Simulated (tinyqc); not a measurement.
# Thermal resistances of a two-die stack

Inverse problem. Heat leaves through the lower die only, and the system is linear. Find the resistance R1 from the lower die to the coolant, R2 between the dies, and the rise of the upper die when both are powered.

Parameters, values chosen for the exercise: power of the lower die P1 = 14 W; power of the upper die P2 = 14 W.

rises of the lower and upper die with only the lower one powered (K): [5.6, 5.6]
rises of the lower and upper die with only the upper one powered (K): [5.6, 10.22]

Solution. With only the lower die powered no heat crosses R2, so both dies rise by P1 R1; the difference in the second test is P2 R2; rises add.

R1 = 0.4000 K/W
R2 = 0.3300 K/W
rise of the upper die = 15.82 K

Numbers from tinyqc (`OMP_NUM_THREADS=1 python tinyqc.py 2162128 2162129 out.jsonl`; about 0.02 s on one thread of a shared Intel Xeon 2.30GHz).
